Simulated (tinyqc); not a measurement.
Choice of the trial bonds: Wannier functions of a composite (isolated) pair of valence bands (bonds of an sp chain).

Each atom has a hybrid pointing left (<) and right (>). H(k): diagonal +V3 on A, -V3 on B; <A<|A>> = -V1a, <B<|B>> = -V1b, <A>|B<> = -V2, <B>|A<> = -V2p exp(ik); k in 1/a, Bloch sums with exp(ikR). The two lowest bands are filled. Trial functions in cell 0: g1 = cos(c) A> + sin(c) B<, and g2 = sin(c) B> + cos(c) A< of cell 1, whose Bloch vector has cos(c) exp(-ik) on A<. Projection A_mn = <psi_m|g_n>, S = A^+ A, Loewdin U = A S^(-1/2), Bloch-like states w_n = sum_m psi_m U_mn, H_W(k) = U^+ diag(E) U. P = sum_m |psi_m><psi_m| is free of phase choices, and S = g^+ P g, w = P g S^(-1/2).

Parameters, chosen for this exercise: V2 = 3.67 eV (coupling in the bond A-B inside the cell); V2p = 2.89 eV (coupling in the bond to the next cell); V1a = 0.87 eV (coupling of the two hybrids on A); V1b = 1.71 eV (the same on B); V3 = 0 eV (A at +V3, B at -V3); xb = 0.59 a (position of B (A at 0)).

N = 12; centres and spreads in real space with point-like hybrids at R and R + xb; smallest eigenvalue of S over the mesh.

Trial angle:
```
c (deg)  smallest S  centre 1 (a)  centre 2 (a)  sum of centres  total spread (a^2)  H_12(R = 0), mean over k (eV)
15            0.574        0.3009        0.7891          1.0900              0.1414                        -0.8550
30            0.811        0.3009        0.7891          1.0900              0.1410                        -0.8509
45            0.961        0.3009        0.7891          1.0900              0.1409                        -0.8472
55            0.875        0.3009        0.7891          1.0900              0.1410                        -0.8447
75            0.574        0.3009        0.7891          1.0900              0.1413                        -0.8386
85            0.401        0.3009        0.7891          1.0900              0.1418                        -0.8344
```

Give the missing row, c (deg) = 65.

Computed row:
```
c (deg)  smallest S  centre 1 (a)  centre 2 (a)  sum of centres  total spread (a^2)  H_12(R = 0), mean over k (eV)
65            0.739        0.3009        0.7891          1.0900              0.1411                        -0.8419
```

The sum of the centres stays at 1.0900 a within 0.0000: it gives the electronic polarisation, modulo a, and is fixed by the filled space. Single centres move by less than 0.0001 a here and H_12(0), a matter of gauge, moves by 21 meV. The total spread runs only from 0.1409 to 0.1418 a^2, so the orthogonalisation repairs even poor trials; the projection is best at c = 45 degrees among these rows, and the two bonds, isolated, have c = 45 and 45.

tinyqc: `OMP_NUM_THREADS=1 python tinyqc.py 1452342 1452343 out.jsonl`; about 0.3 s, one thread, shared Intel(R) Xeon(R) Processor @ 2.30GHz.
